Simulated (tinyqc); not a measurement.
Four methods from the same start: geometry relaxation of a small cluster. Computed by tinyqc, a small Python program. Command: `OMP_NUM_THREADS=1 python tinyqc.py 3022489 3022490 out.jsonl relax walk`. One thread of a shared host (Intel(R) Xeon(R) Processor @ 2.30GHz), about 0.01 s of CPU time with the checks.

E = sum_(i<j) phi(r_ij), phi(r) = eps [exp(-2 alpha (r - r0)) - 2 exp(-alpha (r - r0))]; the force on i is -sum_j phi'(r_ij) (R_i - R_j)/r_ij.

Inputs (values chosen for the exercise, for model atoms):
```
quantity,value,unit
length r0,2.8,angstrom
well depth eps,0.65,eV
stiffness alpha,1.28,1/angstrom
step factor eta,0.11,angstrom^2/eV
largest number of steps,500,-
```

Potential: Morse. Method: steepest descent.

starting positions (angstrom):
```
,x,y,z
atom 1,0.05,-0.22,0.07
atom 2,2.84,-0.16,-0.15
atom 3,1.28,2.55,0.01
atom 4,1.33,0.88,2.12
```

Method:
- Steepest descent: R(new) = R + eta F.
- No atom moves more than 0.3 angstrom a step (the whole step is scaled). Stop when the largest force component is below 1e-5 eV/angstrom.
- Hessian at the final positions by central differences of the forces; six eigenvalues vanish (translations and rotations). Steepest descent is stable for eta below 2/lambda_max and contracts the softest mode by 1 - eta lambda_min a step.
- Conjugate gradient (Polak-Ribiere): d = F + beta d(old), beta = max(0, F.(F - F(old))/|F(old)|^2), d = F at first; step length from one secant, s = eta (F.d)/(F.d - F(R + eta d).d), replaced by eta if that is not positive; R(new) = R + s d.
- BFGS: R(new) = R + B F with the inverse Hessian B = eta 1 at first; with s = R(new) - R, y = F - F(new), rho = 1/(y.s): B(new) = (1 - rho s y^T) B (1 - rho y s^T) + rho s s^T, skipped if y.s is not positive.
- FIRE with unit mass: if F.v > 0, v = (1 - a) v + a |v| F/|F|, and after more than 5 such steps in a row dt = min(1.1 dt, 5 dt0), a = 0.99 a; else v = 0, a = 0.1, and dt = dt/2 (not at the first step). Then v = v + dt F, R(new) = R + dt v. dt0 = sqrt(eta), a = 0.1 at first.
- In this comparison each method may take up to 1500 steps.

contraction of the softest mode = 0.765713

non-zero eigenvalues (eV/angstrom^2): [2.12988, 2.12996, 4.25977, 4.25982, 4.25993, 8.51968]

condition number = 4.00008

Cost:
```
method,steps,force calls,final E (eV),calls to reach 1e-2
steepest descent,38,39,-3.9000,13
conjugate gradient,11,23,-3.9000,11
BFGS,13,14,-3.9000,8
FIRE,82,83,-3.9000,25
```

What follows from these numbers?

In force calls the order is BFGS (14), conjugate gradient (23), steepest descent (39), FIRE (83). All that converged end at the same energy. Near the minimum steepest descent multiplies the slowest mode by 0.766 in size a step, 9 steps a decade of force, at a condition number of 4.0. On this problem it beats FIRE in force calls.

Extremes, crossings and ranges named in words are read from the listed rows.
